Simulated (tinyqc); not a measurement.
# Worked calculation: surface potential of a MOS transistor: implicit equation and explicit approximations

Program tinyqc, `OMP_NUM_THREADS=1 python tinyqc.py 2122229 2122230 out.jsonl`; Intel Xeon 2.30GHz, shared host, one thread, about 0.01 s. Printed values are rounded.

p-type body, charge-sheet picture, depletion and inversion only, full ionisation (an idealisation for deep acceptors), Boltzmann statistics (rough once Na exp(x - xn) passes about Nc/7). In units of Vt: xg = (Vg - Vfb)/Vt, x = psi/Vt, G = gamma/sqrt(Vt), xn = (2 phiF + Vc)/Vt. The implicit equation is (xg - x)^2 = G^2 [x - 1 + exp(x - xn)] for x above about 3. Cox = eps0 eox/tox.

Values chosen for this exercise; band and dielectric values close to those of silicon: temperature T = 300 K; band gap Eg = 1.14 eV; relative permittivity eps_r = 11.7; conduction-band density of states at T Nc = 2.77e19 cm^-3; valence-band density of states at T Nv = 2.62e19 cm^-3; relative permittivity of the gate insulator (close to silicon dioxide) eox = 3.9; insulator thickness tox = 7.7 nm; acceptor density Na = 2.1e17 cm^-3; flat-band voltage Vfb = -0.75 V; channel-body voltage Vc = 0.2 V; gate-body voltage Vg = 1.82 V.

Constants: q = 1.602176634e-19 C, kB = 1.380649e-23 J/K, Vt = kB T/q, eps0 = 8.8541878128e-14 F/cm where lengths are in cm. Results are converted to the units shown.

Range of the model: The electron quasi-Fermi level lies less than 2 Vt below the band edge at the surface, or above it, where degeneracy and confinement, left out, matter.

## Scales

ni = sqrt(Nc Nv) exp(-Eg/(2 Vt)), Eg in volts; phiF = Vt ln(Na/ni); gamma = sqrt(2 q eps0 eps_r Na)/Cox; VT = Vfb + Vt (xn + G sqrt(xn - 1)).

phiF = 0.4445081 V
gamma = 0.5887413 V^0.5
G = 3.661655
xn = 42.12503
VT = 0.9460665 V
xg = 99.41204

## Explicit approximation

Depletion value a = 1 + [sqrt(G^2/4 + xg - 1) - G/2]^2; inversion value b = xn + ln[(xg - xn)^2/G^2 - xn + 1] and first guess y = min(a, b) - ln(1 + exp(-|a - b|)) if a > xn + 1, else b = y = a; one second-order correction with D = exp(y - xn), p = 2 (xg - y) + G^2 (1 + D), w = (xg - y)^2 - G^2 (y - 1 + D): z = y + 2 w/(p + sqrt(p^2 - 2 (2 - G^2 D) w)), or the Newton step z = y + w/p where the root is not real.

a = 69.17781
b = 47.44140
y = 47.44140
p = 2847.758
w = -652.1352
z = 47.17956

The root of the implicit equation is x = 47.1830; y misses it by 0.26 and z by -0.0034, in units of Vt.

## Starting value

x = y rounded to two decimals.

x at the start = 47.44

## Iteration 1: new x

D = exp(x - xn), f = (xg - x)^2 - G^2 (x - 1 + D), f' = -2 (xg - x) - G^2 (1 + D), x(new) = x - f/f'.

D = 203.3590
f = -648.1425
f' = -2843.933
x after iteration 1 = 47.21210

## Iteration 2: new x

As before.

D = 161.9147
f = -65.67123
f' = -2288.714
x after iteration 2 = 47.18340

## Iteration 3: new x

As before.

D = 157.3348
f = -0.8843625
f' = -2227.366
x after iteration 3 = 47.18301

## Course of the iteration

Stop when the step is below 1e-11, or after 60 iterations.

Course of the iteration:
```
iteration,x before the step,step
1,47.44,-0.228
2,47.21210,-0.0287
3,47.18340,-3.97e-4
4,47.18301,-7.46e-8
5,47.18301,< 1e-13
```

Converged in 5 iterations.

## Potential, charges and gate control

converged x = 47.18301

psi = Vt x; N_dep = Cox Vt G sqrt(x - 1)/q; N_inv = (Cox Vt G/q) [sqrt(x - 1 + exp(x - xn)) - sqrt(x - 1)]; dpsi/dVg = 1/[1 + G^2 (1 + exp(x - xn))/(2 (xg - x))].

psi = 1.219775 V
N_dep = 1.800632e12 cm^-2
N_inv = 1.9787e12 cm^-2
dpsi/dVg = 0.04691521

psi lies 5.1 Vt above 2 phiF + Vc.
